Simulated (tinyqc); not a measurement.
Inside a calculation. Method: one-electron ion in a basis of Gaussians. Computed by tinyqc, a small Python program that keeps every step. Settings: Z = 6, l = 0. Command: `OMP_NUM_THREADS=1 python tinyqc.py 29494 29495 out.jsonl` (the two numbers bound the seeds that draw the settings). One thread of a shared host (Intel(R) Xeon(R) Processor @ 2.60GHz), about 0.01 s of CPU time with the checks.

## Matrices over normalised Gaussians

exponents of r^l exp(-a r^2) (1/bohr^2): 5.039000  19.640000  76.550000  298.400000  1163.000000  4532.000000

Z = 6

l = 0

With p = a_i + a_j and I(k) = Gamma((k+1)/2) / (2 p^((k+1)/2)): S = I(2l+2), T = (2l+3) a_i a_j S / p, V = -Z I(2l+1), each divided by sqrt(S_ii S_jj).

S, lower triangle:
```
          1         2         3         4         5         6
1  1.000000
2  0.723882  1.000000
3  0.334053  0.723878  1.000000
4  0.129210  0.334024  0.723841  1.000000
5  0.047457  0.129213  0.334035  0.723894  1.000000
6  0.017193  0.047464  0.129233  0.334108  0.723947  1.000000
```

T (hartree), lower triangle:
```
          1          2           3           4            5            6
1  7.558500
2  8.708585  29.460000
3  4.737988  33.942445  114.825000
4  1.920827  18.465345  132.292395  447.600000
5  0.714315   7.486812   71.973847  515.710441  1744.500000
6  0.259624   2.784527   29.185485  280.616865  2010.035626  6798.000000
```

V (hartree), lower triangle:
```
            1           2           3            4            5            6
1  -21.492824
2  -24.346589  -42.431858
3  -20.428518  -48.065823  -83.771040
4  -15.238327  -40.329681  -94.893389  -165.394368
5  -10.980877  -30.084281  -79.621606  -187.355351  -326.521035
6   -7.840694  -21.679883  -59.396837  -157.211658  -369.879095  -644.564315
```

## Generalised eigenproblem

H = T + V (hartree), lower triangle:
```
            1           2           3           4            5            6
1  -13.934324
2  -15.638004  -12.971858
3  -15.690530  -14.123378   31.053960
4  -13.317500  -21.864336   37.399006  282.205632
5  -10.266561  -22.597469   -7.647760  328.355091  1417.978965
6   -7.581070  -18.895356  -30.211353  123.405208  1640.156531  6153.435685
```

Solve H C = S C e through S^(-1/2); each column has its largest component positive (the first on a tie).

eigenvalues of S: 0.052965  0.136858  0.351298  0.829557  1.725490  2.903833

eigenvalues (hartree): -17.981050  7.238628  108.858842  569.502138  2515.219594  10794.163709

coefficients:
```
          1          2          3          4          5          6
1  0.586979   1.334477  -0.646460  -0.268838   0.118995   0.053884
2  0.416421  -1.322761   1.745174   0.871130  -0.385823  -0.173014
3  0.103880   0.003106  -1.703652  -1.777250   0.899117   0.401208
4  0.021505  -0.048685   0.144572   1.808108  -1.733065  -0.863326
5  0.003636   0.001265  -0.048113  -0.207444   1.799847   1.619621
6  0.000954  -0.001830   0.003802   0.040556  -0.177317  -1.612517
```

For Z = 6 and l = 0 the exact lowest level is -Z^2/(2 n^2) with n = l + 1: -18.000000 hartree.
